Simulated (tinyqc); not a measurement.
# Internal loss and injection efficiency from two cavity lengths

Problem. The differential efficiency of both facets obeys 1/eta_d = (1/eta)[1 + 2 ai Lc/ln(1/(R1 R2))]. Find eta and ai.

Values chosen for this exercise: front reflectance R1 = 0.3; back reflectance R2 = 0.3.

differential efficiency at Lc = 2000 and 5000 um: 0.37561972  0.21479197

Answer. 1/eta_d is linear in Lc: the intercept is 1/eta, and slope over intercept is 2 ai/ln(1/(R1 R2)).

eta = 0.7500
ai = 6.000 1/cm

tinyqc, about 0.02 s, one thread, Intel Xeon 2.30GHz (shared host): `OMP_NUM_THREADS=1 python tinyqc.py 2840122 2840123 out.jsonl`
